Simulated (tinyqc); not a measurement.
Inside a calculation: valence-band anticrossing with a localised impurity level. Values are carried at full precision from step to step, so a last printed digit may differ when a step is redone from the rounded ones.

Host valence band EM(k) = al x - c k^2/mM, c = hbar^2/2m0, coupled to a flat level EI by V = C sqrt(x): H = [[EM, V], [V, EI]], E+/- = (EM + EI)/2 +/- sqrt((EM - EI)^2/4 + V^2). The host weight of a state at E is f = 1/(1 + V^2/(E - EI)^2), and its mass at k = 0 is mM/f. The gap is Eg - E+(0), the conduction edge staying at Eg.

Constants: hbar^2/2m0 = 3.80998211 eV angstrom^2.

Values chosen for the exercise (host near GaAs; not measured data): Eg = 1.499 eV (gap at Gamma to the s-like level); mM = 0.44 m0 (mass of the host band); EI = -0.435 eV (impurity level, from the valence top of the host); C = 1.52 eV (coupling); al = 0.07 eV (linear shift of the host edge); x = 0.0025 (impurity fraction); k = 0.118 1/angstrom (wave vector).

## The two levels at k = 0

Give EM, V, both levels, their host weights, the gap and the mass of the band at the gap.

EM(0) = 0.0002 eV
V = 0.0760 eV

E-, E+ (eV): -0.4479  0.0131

host weights: 0.0280  0.9720

gap = 1.4859 eV
mass of E+ = 0.4527 m0

The gap is 13 meV below that of the host, 52 meV per 1 % of impurity. V/|EM - EI| = 0.17; second-order perturbation theory would shift the host level by V^2/(EM - EI) = +13 meV, the exact shift is +13 meV.

## The levels at one k

Fill in the matrix and give levels and weights.

H (eV):
```
             host  impurity
host      -0.1204    0.0760
impurity   0.0760   -0.4350
```

E-, E+ (eV): -0.4524  -0.1030

host weights: 0.0498  0.9502

## Dispersion

Seven points from k = 0 to 0.3 1/angstrom.

Levels (eV):

| k (1/angstrom) | EM | E- | E+ | host weight of E+ |
|---|---|---|---|---|
| 0.000 | 0.0002 | -0.4479 | 0.0131 | 0.972 |
| 0.050 | -0.0215 | -0.4485 | -0.0079 | 0.969 |
| 0.100 | -0.0864 | -0.4508 | -0.0706 | 0.958 |
| 0.150 | -0.1947 | -0.4570 | -0.1726 | 0.923 |
| 0.200 | -0.3462 | -0.4786 | -0.3026 | 0.752 |
| 0.250 | -0.5410 | -0.5807 | -0.3953 | 0.214 |
| 0.300 | -0.7791 | -0.7952 | -0.4190 | 0.043 |

E+ flattens towards EI = -0.435 eV, which it cannot cross: its width is bounded by 0.448 eV, of which 96 % is used up at the last point. The unmixed host band crosses EI at k = 0.2242 1/angstrom, where the splitting is smallest, 2V = 0.152 eV.

## Checks

- Closed form against diagonalisation: they agree to 1e-10 or better.
- Mass mM/f against the curvature of the band: both 0.4527.

Computed by tinyqc, a small Python program: `OMP_NUM_THREADS=1 python tinyqc.py 1080024 1080025 out.jsonl` (the numbers bound the seed that draws the inputs); one thread of a shared host (Intel(R) Xeon(R) Processor @ 2.30GHz), about 0.01 s for the whole set of steps.
